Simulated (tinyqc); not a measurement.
# Inputs raised by 2 %, one at a time

Model: physical sputtering: collision-cascade yield, angular dependence, faceting and resputtering in deposition. Computed by tinyqc, a small Python program. Command: `OMP_NUM_THREADS=1 python tinyqc.py 3011339 3011340 out.jsonl sputter sens`. One thread of a shared host (Intel(R) Xeon(R) Processor @ 2.30GHz), about 0.01 s of CPU time with the checks.

Ions start collision cascades; atoms that reach the surface with more than U leave. The target is amorphous or fine-grained.

Inputs (values chosen for the exercise, modelled on krypton ions on copper):
```
quantity                    value     unit
ion Z1                         36        -
ion mass M1                  83.8        u
target Z2                      29        -
target mass M2              63.55        u
surface binding energy U     3.49       eV
target density N             84.9   1/nm^3
fit factor Q                    1        -
ion energy E                 4500       eV
current density J             0.3  mA/cm^2
angular exponent f              2        -
angle of the largest yield     60  degrees
angle of incidence             15  degrees
```

Constants: e = 1.602176634e-19 C.

Method:
- gamma = 4 M1 M2/(M1 + M2)^2; threshold E_th = 6.7 U/gamma for M1 >= M2, else U (1 + 5.7 M1/M2)/gamma. eps = 0.03255 M2 E/(Z1 Z2 (M1 + M2) z), z = (Z1^(2/3) + Z2^(2/3))^(1/2), E in eV; s_n = 3.441 sqrt(eps) ln(eps + 2.718)/(1 + 6.355 sqrt(eps) + eps (6.882 sqrt(eps) - 1.708)); S_n = 84.78 Z1 Z2 M1 s_n/((M1 + M2) z) in eV angstrom^2; alpha = 0.249 (M2/M1)^0.56 + 0.0035 (M2/M1)^1.5 for M1 <= M2, else 0.0875 (M2/M1)^(-0.15) + 0.165 M2/M1; Y0 = 0.042 Q alpha S_n/U [1 - sqrt(E_th/E)]^2.5 (the electronic-loss factor of the full formula is dropped).
- Erosion rate = Y0 J/(e N); 1 cm^2 = 1e14 nm^2.
- Angular law: Y/Y0 = t^f exp(-f cos(a_opt)(t - 1)), t = 1/cos(angle), largest at a_opt. A plane tilted by the angle recedes along the beam at a speed proportional to Y(angle), and along its own normal as Y cos(angle).

Runs; columns: (1) input moved; (2) from; (3) to; (4) yield Y0 (atoms per ion); (5) erosion rate (nm/min); (6) threshold E_th (eV); (7) yield at the angle (atoms per ion):
```
(1)                              (2)     (3)     (4)     (5)     (6)     (7)
base run                           -       -  5.5884  73.951  23.833  5.7821
ion energy E (eV)               4500    4590  5.6320  74.528  23.833  5.8272
surface binding energy U (eV)   3.49  3.5598  5.4682  72.360  24.310  5.6576
ion mass M1 (u)                 83.8  85.476  5.5591  73.563  23.900  5.7517
target mass M2 (u)             63.55  64.821  5.6178  74.340  23.771  5.8125
current density J (mA/cm^2)      0.3   0.306  5.5884  75.430  23.833  5.7821
fit factor Q                       1    1.02  5.7002  75.430  23.833  5.8977
angular exponent f                 2    2.04  5.5884  73.951  23.833  5.7860
```

Exponents ln(y'/y) / ln(x'/x):
```
input                     yield Y0  erosion rate  threshold E_th  yield at the angle
ion energy E                 0.392         0.392           0.000               0.392
surface binding energy U    -1.099        -1.099           1.000              -1.099
ion mass M1                 -0.266        -0.266           0.142              -0.266
target mass M2               0.265         0.265          -0.133               0.265
current density J            0.000         1.000           0.000               0.000
fit factor Q                 1.000         1.000           0.000               1.000
angular exponent f           0.000         0.000           0.000               0.034
```

Which inputs matter most for each result?

Among the inputs moved here: yield Y0 answers most in size to surface binding energy U (exponent -1.099), next to fit factor Q (+1.000); its exponent is below 0.0005 for current density J, angular exponent f. Erosion rate answers most in size to surface binding energy U (exponent -1.099), next to current density J (+1.000); its exponent is below 0.0005 for angular exponent f. Its exponent +1.000 in current density J: ions act independently. Threshold E_th answers most in size to surface binding energy U (exponent +1.000), next to ion mass M1 (+0.142); its exponent is below 0.0005 for ion energy E, current density J, fit factor Q, angular exponent f. Its exponent +1.000 in surface binding energy U: the threshold scales with U. yield at the angle answers most in size to surface binding energy U (exponent -1.099), next to fit factor Q (+1.000); its exponent is below 0.0005 for current density J.
